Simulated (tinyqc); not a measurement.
Comparisons within one model: interface roughness in a thin film (subband fluctuation and scattering). A value that a table varies takes the place of the one given here.

Square well of width t, barriers V0, c = hbar^2/2m0: E1 solves k t + 2 atan[(k/mz)/(kappa/mb)] = pi, k = sqrt(mz E/c), kappa = sqrt(mb (V0 - E)/c). One interface is rough, so the subband edge fluctuates by G dt with G = |dE1/dt| (central difference of 0.01 angstrom; 2 E1/t for hard walls).

Gaussian roughness spectrum S(q) = pi D^2 Lc^2 exp(-q^2 Lc^2/4). Degenerate gas, taken to fill one subband (the second starts to fill once c kF^2/md exceeds E2 - E1, which is not tested here): kF = sqrt(2 pi Ns/gv), q = 2 kF sin(theta/2), 1/tau = (md/(2 pi c hbar)) G^2 times the integral from 0 to pi of S(q)(1 - cos theta)/eps(q)^2 dtheta, eps(q) = 1 + qs/q with screening (qs = gv md q0/(c eps), q0 = e^2/(4 pi eps0), form factors left out, which overstates the screening; other scattering is left out too, so these values lie far above measured mobilities in all but the thinnest films) or 1 without; mobility = tau c2/md with c2 = e/m0 = 1.75882e15 cm^2/(V s^2); 1e12/cm^2 = 1e-4/angstrom^2.

Constants: hbar^2/2m0 = 3.80998211 eV angstrom^2; hbar = 6.58211957e-16 eV s; e^2/(4 pi eps0) = 14.39964547 eV angstrom.

Values chosen for the exercise (near those of a thin InGaAs channel; shifted at random, so the results belong to these values and not to a real crystal):

| symbol | value | unit | meaning |
|---|---|---|---|
| mz | 0.044 | m0 | confinement mass |
| V0 | 2.08 | eV | barrier |
| mb | 0.25 | m0 | barrier mass |
| md | 0.044 | m0 | mass in the plane |
| gv | 1 |  | valleys |
| D | 2.9 | angstrom | rms height of the roughness |
| Lc | 22 | angstrom | correlation length |
| Ns | 1.9 | x 1e12/cm^2 | sheet density |
| eps | 11.5 |  | mean dielectric constant at the channel |
| ts | (24, 31, 37, 44, 55, 70, 92) | angstrom | thicknesses |
| t | 44 | angstrom | film thickness |
| Ll | (4, 8, 14, 22, 35, 55, 90) | angstrom | correlation lengths |

## The sixth-power law

Screened mobility against thickness for the finite barrier and for hard walls.

Results:

| t (angstrom) | E1 (meV) | G (meV/angstrom) | mobility (cm^2/(V s)) | the same, hard walls |
|---|---|---|---|---|
| 24 | 343.7 | 15.993 | 3.41e+03 | 57.1 |
| 31 | 255.7 | 9.862 | 8.97e+03 | 265 |
| 37 | 205.9 | 6.963 | 1.80e+04 | 766 |
| 44 | 165.0 | 4.897 | 3.64e+04 | 2.17e+03 |
| 55 | 122.3 | 3.063 | 9.30e+04 | 8.27e+03 |
| 70 | 86.9 | 1.806 | 2.68e+05 | 3.51e+04 |
| 92 | 57.7 | 0.966 | 9.36e+05 | 1.81e+05 |

With hard walls G goes as 1/t^3 and the mobility as t^6. With the finite barrier the local exponent is 3.78 at the thin end and 4.58 at the thick end, since the envelope leaks out and softens the dependence. The least value is 3.41e+03 cm^2/(V s). The gate field, which also presses carriers to the interface, is left out.

## Correlation length

Fixed D; bare and screened mobility.

Results:

| Lc (angstrom) | kF Lc | bare mobility (cm^2/(V s)) | screened mobility (cm^2/(V s)) |
|---|---|---|---|
| 4 | 0.14 | 4.56e+05 | 7.20e+05 |
| 8 | 0.28 | 1.19e+05 | 1.88e+05 |
| 14 | 0.48 | 4.36e+04 | 6.93e+04 |
| 22 | 0.76 | 2.27e+04 | 3.64e+04 |
| 35 | 1.21 | 1.63e+04 | 2.71e+04 |
| 55 | 1.90 | 2.15e+04 | 4.00e+04 |
| 90 | 3.11 | 4.30e+04 | 1.10e+05 |

The bare mobility is lowest at Lc = 35 angstrom of those listed (kF Lc = 1.21). The screened mobility is lowest at Lc = 35 angstrom of those listed (kF Lc = 1.21). Short roughness averages out (mobility as 1/Lc^2; the first two rows give exponent -1.94), and long roughness deflects only by small angles (bare mobility rising as Lc; the last two rows give 1.41).

## What each parameter does

G, G D, and the screened mobility. Each row changes one parameter from the base and keeps the others.

Results:

| case | G (meV/angstrom) | G D (meV) | mobility (cm^2/(V s)) |
|---|---|---|---|
| base | 4.897 | 14.20 | 3.639e+04 |
| t = 50 angstrom | 3.751 | 10.88 | 6.202e+04 |
| D = 3.77 angstrom | 4.897 | 18.46 | 2.153e+04 |
| Lc = 30 angstrom | 4.897 | 14.20 | 2.809e+04 |
| Ns = 3.04 x 1e12/cm^2 | 4.897 | 14.20 | 4.288e+04 |
| mz = 0.051 m0 | 4.795 | 13.90 | 3.796e+04 |
| md = 0.051 m0 | 4.897 | 14.20 | 2.888e+04 |
| V0 = 1.46 eV | 4.125 | 11.96 | 5.129e+04 |
| eps = 13.8 | 4.897 | 14.20 | 3.393e+04 |

The largest shifts from the base row, up to three for each result and ties (the steps differ in size, so this ranks the rows, not the parameters). G (meV/angstrom): t -1.146, V0 -0.772, mz -0.103; unchanged at the printed digits by D, Lc, Ns, md and eps. G D (meV): D +4.26, t -3.32, V0 -2.24; unchanged at the printed digits by Lc, Ns, md and eps. mobility (cm^2/(V s)): t +2.56e+04, V0 +1.49e+04, D -1.49e+04. In the base case G D is 0.14 times EF - E1 = 103.4 meV.

tinyqc: `OMP_NUM_THREADS=1 python tinyqc.py 1280507 1280508 out.jsonl`; about 0.01 s, one thread, shared Intel(R) Xeon(R) Processor @ 2.30GHz.
